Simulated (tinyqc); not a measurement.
Two-band massive Dirac model of the K valleys: one step. Curvature, orbital moment and circular dichroism. Two cases, with inputs chosen for the exercise.

Task: Omega_c from the formula; orbital moment of both bands m = -tau (a t)^2 G/(c (G^2 + 4 a^2 t^2 k^2)) in Bohr magnetons (charge -e), c = hbar^2/2m0; interband strengths |P+/-|^2 proportional to (1 +/- tau cos(theta))^2 for P+/- = Px +/- i Py, and eta = (|P+|^2 - |P-|^2)/(|P+|^2 + |P-|^2) = 2 tau cos(theta)/(1 + cos^2(theta)).

Basis (conduction, valence): H = [[D/2, a t (tau kx - i ky)], [a t (tau kx + i ky), -D/2 + lam tau sz]], valley tau = +/-1, spin sz = +/-1. The gap of a spin and valley is G = D - lam tau sz. Berry curvature Omega = curl of i<u|grad u>; for the conduction band Omega_c = -tau 2 a^2 t^2 G/(G^2 + 4 a^2 t^2 k^2)^(3/2), and Omega_v = -Omega_c.

Constants: hbar^2/2m0 = 3.80998211 eV angstrom^2.

Case 1.

Values chosen (near those used for monolayer MoS2; shifted at random, so the results belong to these values and not to a real crystal):
- a = 3.194 angstrom (lattice constant)
- D = 1.75 eV (gap parameter)
- t = 1.04 eV (effective hopping)
- lam = 0.074 eV (half the valence spin splitting)
- tau = 1 (valley)
- sz = -1 (spin)
- k = (0.06, 0.018) 1/angstrom (wave vector from the valley)

cos(theta) = G/(E+ - E-) = 0.974946

Case 2.

Values chosen (near those used for monolayer MoS2; shifted at random, so the results belong to these values and not to a real crystal):
- a = 3.201 angstrom (lattice constant)
- D = 1.6 eV (gap parameter)
- t = 1.1 eV (effective hopping)
- lam = 0.073 eV (half the valence spin splitting)
- tau = 1 (valley)
- sz = -1 (spin)
- k = (-0.052, 0.118) 1/angstrom (wave vector from the valley)

cos(theta) = G/(E+ - E-) = 0.878878

Give: Omega_c; orbital moment; eta.

Result:

Case 1.

Omega_c = -6.147 angstrom^2
orbital moment = -1.509 muB
eta = 0.9997

All three change sign with the valley. The selection rule, exact at k = 0, still holds to 100.0 % here.

Case 2.

Omega_c = -6.014 angstrom^2
orbital moment = -1.502 muB
eta = 0.9917

All three change sign with the valley. The selection rule, exact at k = 0, still holds to 99.2 % here.

Computed by tinyqc, one run a case: `OMP_NUM_THREADS=1 python tinyqc.py N N+1 out.jsonl` with N = 1480542, 1480658; one thread of a shared Intel(R) Xeon(R) Processor @ 2.30GHz, about 0.01 s a run at most.
